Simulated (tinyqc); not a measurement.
Deal-Grove kinetics of thermal oxidation of silicon: one step, computed by the program tinyqc. Command: `OMP_NUM_THREADS=1 python tinyqc.py 3009924 3009925 out.jsonl oxide walk`. One thread of a shared host (Intel(R) Xeon(R) Processor @ 2.30GHz), about 0.02 s of CPU time with the checks.

Oxidant diffuses through the oxide and reacts at the interface, so that dx/dt = B/(A + 2x) for the oxide thickness x.

Task: A window beside field oxide. tau = (x_i^2 + A x_i)/B and x = (A/2) [sqrt(1 + 4 B (t + tau)/A^2) - 1], the root of x^2 + A x = B (t + tau). The same oxidation acts on the field oxide, with x_f in place of x_i. Each region consumes 0.44 times the oxide it grows; the step in the silicon surface is the difference, and the step in the oxide surface is (x_f(new) - 0.44 growth) against the same for the window, counted from the silicon surface before this oxidation.

Inputs (values chosen for the exercise, close to those used for silicon):
```
quantity                           value  unit
temperature T                        950     C
initial oxide x_i                   0.01    um
time t                              0.21     h
field oxide beside the window x_f   0.25    um
```

Ambient: steam. Surface: (100). Extension: masking step.

length A = 0.5601876 um

parabolic constant B = 0.2494058 um^2/h

oxide thickness x = 0.08940536 um

Give: field oxide afterwards; step in the silicon; step in the oxide surface.

Result:

field oxide afterwards = 0.2973 um

step in the silicon = 0.01413 um

step in the oxide surface = 0.2220 um

The field oxide grows by 0.0473 um and the window by 0.0794 um: the thicker film slows the oxidant.
